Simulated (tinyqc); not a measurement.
# Worked calculation: small-signal admittance of a forward-biased p+-n diode

Computed by the program tinyqc: `OMP_NUM_THREADS=1 python tinyqc.py 2890178 2890179 out.jsonl`, one thread of a shared Intel Xeon 2.30GHz, about 0.01 s for the whole run. Printed values are rounded.

Holes injected into a neutral base of width wb with an ohmic contact at its end; low injection, p0 far above the equilibrium density. A small voltage v exp(i w t), w = 2 pi f, modulates the edge density by p0 v/Vt, and the small-signal density obeys Dp d2p/dx2 = (1/tau + i w) p.

Inputs (values chosen for the exercise); permittivity close to that of gallium arsenide: temperature T = 350 K; relative permittivity eps_r = 12.9; donor density of the base Nd = 2.2e15 cm^-3; hole diffusion coefficient Dp = 8 cm^2/s; hole lifetime tau = 8e-8 s; width of the neutral base wb = 3.4 um; excess hole density at the junction edge p0 = 3.3e12 cm^-3; acceptor density of the p+ side Na = 2e19 cm^-3; signal frequency f = 1.7e6 Hz.

Constants: q = 1.602176634e-19 C, kB = 1.380649e-23 J/K, Vt = kB T/q, eps0 = 8.8541878128e-14 F/cm where lengths are in cm. Results are converted to the units shown.

## Closed-form admittance

L = sqrt(Dp tau); direct current J = (q Dp p0/L) coth(wb/L); k = sqrt(1 + i w tau)/L; diffusion admittance Y = (q Dp p0/Vt) k coth(k wb) = G + i w C_diff; junction capacitance C_j = sqrt(q eps0 eps_r Nd/(2 Vr)) in the depletion approximation, with the remaining barrier Vr = Vt ln(Na/p0), a rough value under forward bias; base-width modulation is left out.

L = 8 um
J = 0.0131806 A/cm^2
k wb = 0.457282+0.168765i
Y = 0.437220+0.020720i S/cm^2
C_diff = 0.00193982 uF/cm^2
C_j = 0.0206727 uF/cm^2

G is 1.00 times its low-frequency value J/Vt, and C_diff is 0.0938 times C_j.

## The same by finite differences

9 equal intervals, h = wb/9; u = small-signal density over its edge value, u_0 = 1, u_9 = 0; u_(i-1) + b u_i + u_(i+1) = 0 with b = -2 - h^2 (1/tau + i w)/Dp; Y = (q Dp p0/(Vt h)) (-b/2 - u_1), which includes the half box at the edge.

b = -2.00223-0.00191i

| node | u |
|---|---|
| 1 | 0.883296-0.004666i |
| 2 | 0.768570-0.007660i |
| 3 | 0.655573-0.009206i |
| 4 | 0.544055-0.009523i |
| 5 | 0.433769-0.008825i |
| 6 | 0.324466-0.007320i |
| 7 | 0.215901-0.005213i |
| 8 | 0.107828-0.002706i |

Y on the mesh = 0.437374+0.020859i S/cm^2

Against the closed form the real part is 0.035 % above it and the imaginary part 0.67 % above it; |k h| = 0.054.
